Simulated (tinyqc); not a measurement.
Thin-film transistor with exponential tail and deep states, accumulation layer: two steps of the calculation.

An undoped film in accumulation, thicker than the space-charge layer. With band bending psi the Fermi level lies E0 - psi below the band edge. Free electrons n = n0 exp(psi/Vt) carry the current; electrons in two exponential distributions of traps, a = a0 exp(psi/Va) and d = d0 exp(psi/Vp), do not. Linear regime, ohmic contacts, traps in equilibrium.

Inputs (values chosen for the exercise); values close to those of an organic semiconductor: temperature T = 300 K; relative permittivity of the semiconductor eps_r = 3.2; density of extended states Nc = 7.3e19 cm^-3; total density of tail states Nt = 1e20 cm^-3; characteristic temperature of the tail Tt = 470 K; total density of deep states Nd = 3.5e17 cm^-3; characteristic temperature of the deep states Td = 1240 K; bulk Fermi level below the band edge E0 = 0.45 eV; gate capacitance Ci = 12 nF/cm^2; gate voltage above flat band Vg = 17 V.

Constants: q = 1.602176634e-19 C, kB = 1.380649e-23 J/K, Vt = kB T/q, eps0 = 8.8541878128e-14 F/cm where lengths are in cm. Results are converted to the units shown.

Problem 1. Bulk densities. Va = kB Tt/q, Vp = kB Td/q; n0 = Nc exp(-E0/Vt), a0 = Nt th(T/Tt) exp(-E0/Va), d0 = Nd th(T/Td) exp(-E0/Vp), th(x) = pi x/sin(pi x).

Find: Va; Vp; th(T/Tt); n0; a0; d0.

Solution 1.

Va = 0.04050 V
Vp = 0.1069 V
th(T/Tt) = 2.211
n0 = 2.012e12 cm^-3
a0 = 3.305e15 cm^-3
d0 = 5.725e15 cm^-3

Problem 2. Surface potential by Newton steps. Va = kB Tt/q, Vp = kB Td/q. G(psi) = sum over the three kinds of c0 [V (exp(psi/V) - 1) - psi], field F = sqrt(2 q G/(eps0 eps_r)); Vg = psi + eps0 eps_r F/Ci at the surface. f = psi + eps0 eps_r F/Ci - Vg, f' = 1 + q rho/(Ci F) with rho = sum c0 (exp(psi/V) - 1); psi(new) = psi - f/f'.

psi at the start = 0.45 V
n0 = 2.0121279e12 cm^-3
a0 = 3.3052393e15 cm^-3
d0 = 5.7248928e15 cm^-3

Wanted: F; f; f'; psi after iteration 1.

Solution 2.

F = 3507 kV/cm
f = 66.26 V
f' = 1122
psi after iteration 1 = 0.3909 V

Program tinyqc, `OMP_NUM_THREADS=1 python tinyqc.py 2610055 2610056 out.jsonl`; Intel Xeon 2.30GHz, shared host, one thread, about 0.02 s.
